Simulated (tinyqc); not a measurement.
# Capacitance shares from swing and barrier lowering

Inverse problem. Below threshold the charge is negligible, so the band edge moves as -(aG Vg + aD Vd), aG = CG/CS, aD = CD/CS (CG, CD the capacitances of the barrier top to gate and drain, CS the total), and I goes as exp((aG Vg + aD Vd)/Vt) once Vd is well above Vt. Find aG, aD, CS and CD.

Inputs (values chosen for the exercise):
- T = 300 K (temperature)

Constants: q = 1.602176634e-19 C, kB = 1.380649e-23 J/K, Vt = kB T/q. Results are converted to the units shown.

swing = 63.325989 mV/decade
DIBL = 43.617021 mV/V
CG = 4.6162784 pF/cm

Answer. The swing is Vt ln 10/aG and the DIBL, -dVg/dVd at fixed current, is aD/aG.

aG = 0.9400
aD = 0.04100
CS = 4.911 pF/cm
CD = 0.2013 pF/cm

Computed by the program tinyqc: `OMP_NUM_THREADS=1 python tinyqc.py 2400066 2400067 out.jsonl`, one thread of a shared Intel Xeon 2.30GHz, about 0.04 s for the whole run.
